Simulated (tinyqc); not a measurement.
Metal-interlayer-semiconductor contact, depinning against tunnelling resistance: one step of the calculation.

Zero bias, n-type semiconductor. Gap states at the semiconductor surface thin out as exp(-be ti), which unpins the barrier; electrons must then cross the interlayer (a rectangular barrier, no voltage drop across it) and the parabolic depleted layer, both by WKB. Energies E are counted from the Fermi level; no image force, parabolic bands.

Question. Pinning, barrier and scales. S = 1/(1 + (1/S0 - 1) exp(-be ti)); phiB = S (phiM - chi) + (1 - S)(Eg - E0); xi = Ec - EF deep inside, from Nd = Nc F(-xi/Vt), F(x) = (2/sqrt(pi)) int_0^infinity sqrt(u) du/(1 + exp(u - x)); band bending U = phiB - xi; E00 = (hbar/2) sqrt(Nd/(eps0 eps_r mt m0)) in volts; A = 4 pi q mA m0 kB^2/h^3.

Values chosen for this exercise; semiconductor values close to those of In0.53Ga0.47As; interlayer mass of the order of that in silicon dioxide, offset chosen freely: temperature T = 300 K; band gap Eg = 0.74 eV; relative permittivity eps_r = 13.7; electron affinity chi = 4.36 eV; conduction-band density of states at T Nc = 2.1e17 cm^-3; tunnelling mass in the semiconductor mt = 0.0398 m0; Richardson mass mA = 0.0406 m0; donor density Nd = 3.8e18 cm^-3; charge-neutrality level above the valence band E0 = 0.5 eV; pinning factor without interlayer S0 = 0.15; metal work function phiM = 4.74 eV; interlayer thickness ti = 0.4 nm; decay constant of gap states through the interlayer be = 4.5 1/nm.

Constants: q = 1.602176634e-19 C, kB = 1.380649e-23 J/K, eps0 = 8.8541878128e-12 F/m, hbar = 1.054571817e-34 J s, h = 6.62607015e-34 J s, m0 = 9.1093837015e-31 kg, Vt = kB T/q. Results are converted to the units shown.

Wanted: S; phiB; xi; U; E00; A.

Answer.

S = 0.51634
phiB = 0.31229 eV
xi = -0.21281 eV
U = 0.52510 eV
E00 = 0.049014 eV
A = 4.8790 A/(cm^2 K^2)

tinyqc, about 0.03 s, one thread, Intel Xeon 2.30GHz (shared host): `OMP_NUM_THREADS=1 python tinyqc.py 2270123 2270124 out.jsonl`
